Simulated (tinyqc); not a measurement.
Inside a calculation: Fermi-Dirac statistics of conduction electrons. Values are carried at full precision from step to step, so a last printed digit may differ when a step is redone from the rounded ones.

Constants: hbar^2/2m0 = 3.80998211 eV angstrom^2; kB = 8.617333262e-05 eV/K; e^2/(4 pi eps0) = 14.39964547 eV angstrom.

Parameters, chosen for this exercise (near those of Ge, lowest valleys alone; the results hold for these values, not for the real material): m = 0.5497 m0 (density-of-states mass of the conduction band); T = 300 K; n = 3.5e+18 1/cm^3 (electron density); eps = 15.9 (static dielectric constant); alpha = 0.67 1/eV (non-parabolicity).

## Reduced density

N = 2 (m kB T/(4 pi c))^(3/2) with c = hbar^2/2m0, in 1/angstrom^3; times 1e24 for 1/cm^3; u = n/Nc.

kT = 0.025852 eV
Nc = 1.0227e+19 1/cm^3
u = n/Nc = 0.34222

## Reduced Fermi level by five rules

F_j(eta) = (1/Gamma(j + 1)) integral_0^infinity x^j dx/(1 + exp(x - eta)), which tends to exp(eta) for eta << 0.

With u = n/Nc: Boltzmann eta = ln u; Joyce-Dixon eta = ln u + u/sqrt(8) - 4.95009e-3 u^2 + 1.48386e-4 u^3 - 4.42563e-6 u^4; Nilsson eta = ln u/(1 - u^2) + v/(1 + (0.24 + 1.08 v)^-2) with v = (3 sqrt(pi) u/4)^(2/3); fully degenerate limit eta = v; exact: F_1/2(eta) = u.

Find eta = (EF - Ec)/kT by each rule.

eta: Boltzmann -1.072, Joyce-Dixon -0.952, Nilsson -0.957, degenerate 0.592, exact -0.952

Against the exact value the errors are Boltzmann -0.120, Joyce-Dixon 0.000, Nilsson -0.005, degenerate limit +1.543 (in kT).

## Exact eta by Newton steps

Solve ln F_1/2(eta) = ln u from the Boltzmann value; dF_1/2/d eta = F_-1/2, so the step is -ln(F_1/2/u) F_1/2/F_-1/2. Stop below 1e-9.

Newton steps:
```
step        eta     F_1/2    F_-1/2  step taken
1     -1.072297  0.307148  0.277291       0.120
2     -0.952524  0.342024  0.305438    0.000647
3     -0.951877  0.342222  0.305595    1.98e-08
4     -0.951877  0.342222  0.305595    1.24e-16
```

Converged in 4 steps.

## Mean energy, Einstein relation and screening

eta = -0.95188

Mean kinetic energy <E> = (3/2) kT F_3/2/F_1/2; D/mu = (kT/e) F_1/2/F_-1/2; dn/dEF = (Nc/kT) F_-1/2; screening length L = (4 pi (e^2/(4 pi eps0)) (dn/dEF)/eps)^(-1/2), with dn/dEF in 1/(angstrom^3 eV) (1/cm^3 = 1e-24/angstrom^3).

F_-1/2, F_1/2, F_3/2: 0.3056  0.3422  0.3628

<E> = 41.11 meV
D/mu = 28.95 mV
dn/dEF = 1.209e+20 1/(cm^3 eV)
L = 26.96 angstrom

EF lies within 2 kT of the edge. D/mu is 1.120 times kT/e and <E> is 1.060 times (3/2) kT; the Debye formula, with n/kT in place of dn/dEF, would give L = 25.48 angstrom.

## Fermi level in the non-parabolic band

Non-parabolic band E (1 + alpha E) = c k^2/m: n = Nc (2/sqrt(pi)) integral_0^infinity sqrt(x (1 + a x)) (1 + 2 a x) dx/(1 + exp(x - eta)) with a = alpha kT and eta = (EF - Ec)/kT; a = 0 gives n = Nc F_1/2(eta).

Solve for eta at the same n.

a = 0.01732
eta = -1.027
EF - Ec = -26.55 meV

The extra states lower EF by 1.94 meV against the parabolic band.

## Checks

- Non-parabolic integral at a = 0 against F_1/2(2): both 2.823721.
- F_1/2(40) against the Sommerfeld form (4/(3 sqrt(pi))) eta^(3/2) (1 + pi^2/(8 eta^2)): both 190.45.

(tinyqc, `OMP_NUM_THREADS=1 python tinyqc.py 1651375 1651376 out.jsonl`, Intel(R) Xeon(R) Processor @ 2.30GHz, 1 thread, shared host, about 0.01 s.)
